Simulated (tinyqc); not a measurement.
Changing the trap density D_0: MOS capacitor with interface traps: C-V stretch-out, conductance peak and subthreshold swing. Computed by tinyqc, a small Python program. Command: `OMP_NUM_THREADS=1 python tinyqc.py 3001706 3001707 out.jsonl mostraps sweep`. One thread of a shared host (Intel(R) Xeon(R) Processor @ 2.30GHz), about 0.02 s of CPU time with the checks.

Energies at the interface are counted from the valence band. psi > 0 means bending towards depletion, so the surface potential is -psi. Boltzmann statistics, full ionisation, no quantum confinement. Traps are neutral when filled up to E_n, with a sharp (zero-temperature) occupation.

Inputs (values chosen for the exercise, for a model semiconductor):
```
quantity                              value         unit
gap E_g                                   3           eV
electron mass m_e                     0.234          m_0
valleys M_c                               1            -
hole mass m_h                          1.16          m_0
dielectric constant eps_s              10.9            -
doping N                            1.6e+15        cm^-3
insulator constant eps_ox              3.81            -
insulator thickness t_ox                3.5           nm
work-function difference phi_ms       -0.87            V
fixed charge N_f                    9.1e+11        cm^-2
neutrality level E_n                   1.63           eV
capture cross-section sigma           5e-17         cm^2
band bending towards depletion psi      0.5            V
temperature T                           300            K
peak density D_1                    6.6e+11  cm^-2 eV^-1
peak width w                          0.077           eV
peak position E_p                      1.97           eV
```

Substrate: n-type. Trap spectrum: flat plus a Gaussian peak.

Constants: m_0 = 9.1093837015e-31 kg; k_B = 1.380649e-23 J/K; h = 6.62607015e-34 J s; k_B = 8.617333262e-05 eV/K; eps_0 = 8.8541878128e-12 F/m; e = 1.602176634e-19 C.

Method:
- N_c = 2 M_c (2 pi m_e k_B T/h^2)^(3/2) and N_v = 2 (2 pi m_h k_B T/h^2)^(3/2), masses in units of m_0.
- n_i = sqrt(N_c N_v) exp(-E_g/2 k_B T); E_F = E_g - k_B T ln(N_c/N); phi_B = (k_B T/e) ln(N/n_i); L_D = sqrt(eps_s eps_0 k_B T/(e^2 N)); C_ox = eps_ox eps_0/t_ox.
- With u = psi/k_B T and r = (n_i/N)^2: F = sqrt(exp(-u) + u - 1 + r (exp(u) - u - 1)); Q_s = +sign(u) sqrt(2) eps_s eps_0 (k_B T/e) F/L_D; C_s = (eps_s eps_0/(sqrt(2) L_D)) |1 - exp(-u) + r (exp(u) - 1)|/F; at high frequency, below strong inversion, the terms in r are dropped.
- D(E) = D_0 + D_1 exp(-(E - E_p)^2/2 w^2).
- E_F at the interface is E_s = E_F - psi; Q_it = -e int from E_n to E_s of D(E) dE; C_it = e D(E_s) (per volt); V_G = phi_ms - psi - (Q_s + Q_it + e N_f)/C_ox.
- C_LF = [1/C_ox + 1/(C_s + C_it)]^-1; C_HF = [1/C_ox + 1/C_s(HF)]^-1; high-low estimate D = [(1/C_LF - 1/C_ox)^-1 - (1/C_HF - 1/C_ox)^-1]/e; stretch-out |dV_G/d psi| = 1 + (C_s + C_it)/C_ox; swing factor at this bending (the subthreshold swing when psi lies between phi_B and 2 phi_B) S = ln(10) (k_B T/e)(1 + (C_s(HF) + C_it)/C_ox).
- v = sqrt(3 k_B T/m) with the majority mass; surface density n_s = N exp(-psi/k_B T); tau = 1/(sigma v n_s); for a continuum of levels G_p/omega = C_it ln(1 + omega^2 tau^2)/(2 omega tau), which peaks at omega tau = 1.98, the frequency 1.98/(2 pi tau); potential fluctuations are left out.

One run for each value; columns: (1) trap density D_0 (cm^-2 eV^-1); (2) swing factor S (mV/decade); (3) C_LF (microF/cm^2); (4) stretch-out; (5) gate voltage V_G (V); (6) peak of G_p/omega (microF/cm^2):
```
(1)          (2)      (3)     (4)      (5)         (6)
1.00e+10   60.62  0.01744  1.0184  -1.5149  6.4769e-04
3.00e+10   60.82  0.02052  1.0218  -1.5126  1.9370e-03
2.00e+11   62.50  0.04591  1.0500  -1.4935  1.2896e-02
4.00e+11   64.48  0.07408  1.0833  -1.4710  2.5790e-02
1.00e+12   70.42  0.14909  1.1830  -1.4035  6.4470e-02
3.00e+12   90.21  0.32783  1.5155  -1.1786  1.9340e-01
8.00e+12  139.68  0.55310  2.3466  -0.6162  5.1574e-01
2.00e+13  258.42  0.74183  4.3413   0.7334  1.2893e+00
```

Give the missing row, trap density D_0 (cm^-2 eV^-1) = 7.00e+10.

Computed row; columns: (1) trap density D_0 (cm^-2 eV^-1); (2) swing factor S (mV/decade); (3) C_LF (microF/cm^2); (4) stretch-out; (5) gate voltage V_G (V); (6) peak of G_p/omega (microF/cm^2):
```
(1)         (2)      (3)     (4)      (5)         (6)
7.00e+10  61.22  0.02662  1.0284  -1.5081  4.5157e-03
```

Interpolating between the two neighbouring rows (the first column on a logarithmic scale, the others too where they are positive) misses most in C_LF (microF/cm^2), by 10 %. Over the rows, swing factor S (mV/decade) rises from 60.6 to 258 (exponent d ln y / d ln x 0.0030 between the first rows and 0.67 between the last); C_LF (microF/cm^2) rises from 0.0174 to 0.742 (exponent d ln y / d ln x 0.15 between the first rows and 0.32 between the last); stretch-out rises from 1.02 to 4.34 (exponent d ln y / d ln x 0.0030 between the first rows and 0.67 between the last). The exponent of peak of G_p/omega stays at 1: the peak measures D directly.

Caution (all rows): traps deeper than about 24 k_B T and minority carriers reach equilibrium slowly or not at all, so the charges here are limits for very slow sweeps.

Extremes, crossings and ranges named in words are read from the listed rows.
